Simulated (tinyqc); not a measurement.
Choosing the offset: vacuum evaporation: vapour pressure, source flux, thickness distribution, purity and step coverage. Computed by tinyqc, a small Python program. Command: `OMP_NUM_THREADS=1 python tinyqc.py 3112639 3112640 out.jsonl evap walk`. One thread of a shared host (Intel(R) Xeon(R) Processor @ 2.30GHz), about 0.01 s of CPU time with the checks.

Molecular flow, unit sticking of the metal, no re-evaporation. The background gas is taken as water vapour (18.015 g/mol, collision diameter 0.37 nm) at 300 K.

Inputs (values chosen for the exercise, modelled on germanium, with constants for the liquid): directionality n = 2; source-to-wafer distance h = 22 cm; wafer radius R = 5 cm.

Method. Rotating wafer, source offset by s and facing upwards: thickness at radius r is the mean over the angle a of (1 + (r^2 + s^2 - 2 r s cos a)/h^2)^(-(n + 3)/2), by 360 equal steps; non-uniformity (max - min)/(max + min) over 21 radii from 0 to R. The curvature at the centre vanishes at s/h = sqrt(2/(n + 3)).

Against the offset:
```
s/h  centre thickness  edge over centre  non-uniformity (%)
0.0            1.0000            0.8817              6.2871
0.2            0.9066            0.8995              5.2932
0.4            0.6900            0.9426              2.9565
0.5            0.5724            0.9670              1.6798
0.6            0.4636            0.9899              0.5063
0.7            0.3690            1.0099              0.4917
0.8            0.2903            1.0261              1.2869
0.9            0.2269            1.0384              1.8835
1.1            0.1377            1.0530              2.5797
```

What does the comparison show, and why?

The best row, s/h = 0.7, has 0.49 % against 6.3 % on the axis, at the price of a rate lower by a factor 2.71; the small-wafer optimum is sqrt(2/(n + 3)) = 0.63.

Extremes, crossings and ranges named in words are read from the listed rows.
